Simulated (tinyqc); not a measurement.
Exchange-only LDA atom on a uniform radial grid, spin-unpolarised, for He, step by step. Computed by tinyqc, a small Python program that keeps every step. Settings: Z = 2, points = 256, R = 10.4, functional = Slater exchange alone, mixing = 1.0, iteration cap = 53. Command: `OMP_NUM_THREADS=1 python tinyqc.py 26534 26535 out.jsonl` (the two numbers bound the seeds that draw the settings). One thread of a shared host (Intel(R) Xeon(R) Processor @ 2.60GHz), about 0.3 s of CPU time with the checks. Later iterations appear only in the table of the cycle.

## Iteration 1

Spherical atom on a uniform radial grid r_j = j h with h = R/(N + 1), h sum u^2 = 1 and integrals as h times sums, u(0) = u(R) = 0 (atomic units):
```
parameter            value
Z                        2
points N               256
R                10.400000
h                 0.040467
mixing            1.000000
electrons in 1s          2
```

Three-point differences turn -u''/2 + [l(l+1)/2r^2 - Z/r + V] u = e u into a tridiagonal matrix (diagonal 1/h^2 + potential, off-diagonal -1/2h^2). D = sum f u^2; the Hartree potential y/r solves y'' = -D/r with y(0) = 0, y(R) = N_e; v_xc comes from rho = D/(4 pi r^2); E = sum f e - int D V + int D (V_H/2 + eps_xc); V(new) = V + mixing (V_H + v_xc - V).

eigenvalues (hartree): [-1.996736]

Every 16th grid point:
```
r              V in     u(1s)         D       V_H       v_xc
0.647471   0.000000  1.003027  2.012125  2.556547  -0.714483
1.294942   0.000000  0.550261  0.605574  1.513157  -0.301631
1.942412   0.000000  0.226405  0.102518  1.027511  -0.127339
2.589883   0.000000  0.082804  0.013713  0.772083  -0.053758
3.237354   0.000000  0.028391  0.001612  0.617777  -0.022695
3.884825   0.000000  0.009345  0.000175  0.514823  -0.009581
4.532296   0.000000  0.002991  0.000018  0.441277  -0.004045
5.179767   0.000000  0.000938  1.76e-06  0.386118  -0.001708
5.827237   0.000000  0.000289  1.67e-07  0.343216  -0.000721
6.474708   0.000000  0.000088  1.55e-08  0.308894  -0.000304
7.122179   0.000000  0.000027  1.42e-09  0.280813  -0.000128
7.769650   0.000000  0.000008  1.27e-10  0.257412  -0.000054
8.417121   0.000000  2.36e-06  1.12e-11  0.237611  -0.000023
9.064591   0.000000  6.94e-07         0  0.220639   0.000000
9.712062   0.000000  1.90e-07         0  0.205929   0.000000
10.359533  0.000000  8.56e-09         0  0.193059   0.000000
```

total energy = -2.56608877 hartree

## Iteration 2

As before.

eigenvalues (hartree): [-0.319132]

Every 16th grid point:
```
r              V in     u(1s)         D       V_H       v_xc
0.647471   1.842064  0.844998  1.428044  2.108454  -0.637315
1.294942   1.211526  0.662651  0.878213  1.402204  -0.341418
1.942412   0.900172  0.434448  0.377490  1.001956  -0.196635
2.589883   0.718325  0.269144  0.144877  0.766054  -0.117960
3.237354   0.595082  0.163042  0.053165  0.616286  -0.072779
3.884825   0.505242  0.097854  0.019151  0.514436  -0.045857
4.532296   0.437233  0.058499  0.006844  0.441173  -0.029364
5.179767   0.384410  0.034911  0.002438  0.386089  -0.019041
5.827237   0.342495  0.020814  0.000866  0.343208  -0.012470
6.474708   0.308590  0.012396  0.000307  0.308892  -0.008228
7.122179   0.280684  0.007365  0.000108  0.280812  -0.005457
7.769650   0.257358  0.004348  0.000038  0.257412  -0.003624
8.417121   0.237588  0.002521  0.000013  0.237611  -0.002389
9.064591   0.220639  0.001383  3.83e-06  0.220639  -0.001524
9.712062   0.205929  0.000624  7.78e-07  0.205929  -0.000856
10.359533  0.193059  0.000035  2.44e-09  0.193059  -0.000120
```

total energy = -2.68528935 hartree

## Iteration 3

As before.

eigenvalues (hartree): [-0.627434]

Every 16th grid point:
```
r              V in     u(1s)         D       V_H       v_xc
0.647471   1.471139  0.927144  1.719191  2.335546  -0.677977
1.294942   1.060785  0.626529  0.785077  1.466462  -0.328895
1.942412   0.805320  0.347655  0.241729  1.019045  -0.169487
2.589883   0.648094  0.180944  0.065482  0.770608  -0.090526
3.237354   0.543507  0.091410  0.016711  0.617520  -0.049484
3.884825   0.468580  0.045434  0.004128  0.514777  -0.027496
4.532296   0.411809  0.022367  0.001001  0.441269  -0.015469
5.179767   0.367048  0.010947  0.000240  0.386116  -0.008788
5.827237   0.330738  0.005337  0.000057  0.343216  -0.005033
6.474708   0.300664  0.002596  0.000013  0.308894  -0.002902
7.122179   0.275355  0.001260  3.18e-06  0.280813  -0.001682
7.769650   0.253787  0.000610  7.45e-07  0.257412  -0.000979
8.417121   0.235222  0.000293  1.72e-07  0.237611  -0.000569
9.064591   0.219115  0.000137  3.73e-08  0.220639  -0.000325
9.712062   0.205074  0.000055  5.99e-09  0.205929  -0.000169
10.359533  0.192939  2.92e-06  1.71e-11  0.193059  -0.000023
```

total energy = -2.71144513 hartree

## Convergence

Stop when input and output potentials agree to 1e-7.

Course of the cycle (hartree):
```
iteration            E      e(1s)  largest |V(out) - V(in)|
1          -2.56608877  -1.996736                  2.44e+00
2          -2.68528935  -0.319132                  7.69e-01
3          -2.71144513  -0.627434                  3.59e-01
4          -2.71668001  -0.469528                  1.63e-01
5          -2.71781792  -0.537690                  7.56e-02
6          -2.71805751  -0.505382                  3.48e-02
7          -2.71810877  -0.520095                  1.61e-02
8          -2.71811966  -0.513266                  7.42e-03
9          -2.71812198  -0.516408                  3.42e-03
10         -2.71812247  -0.514957                  1.58e-03
11         -2.71812258  -0.515626                  7.29e-04
12         -2.71812260  -0.515317                  3.36e-04
13         -2.71812260  -0.515460                  1.55e-04
14         -2.71812260  -0.515394                  7.16e-05
15         -2.71812260  -0.515424                  3.30e-05
16         -2.71812260  -0.515410                  1.52e-05
17         -2.71812260  -0.515417                  7.03e-06
18         -2.71812260  -0.515414                  3.25e-06
19         -2.71812260  -0.515415                  1.50e-06
20         -2.71812260  -0.515414                  6.91e-07
21         -2.71812260  -0.515415                  3.19e-07
22         -2.71812260  -0.515415                  1.47e-07
23         -2.71812260  -0.515415                  6.79e-08
```

Converged in 23 iterations. A uniform grid resolves the cusp poorly: for a bare nucleus this grid gives 1s at -1.99674 against -Z^2/2 = -2 hartree. Before convergence this energy mixes input and output and is not variational, so it may rise towards its limit.
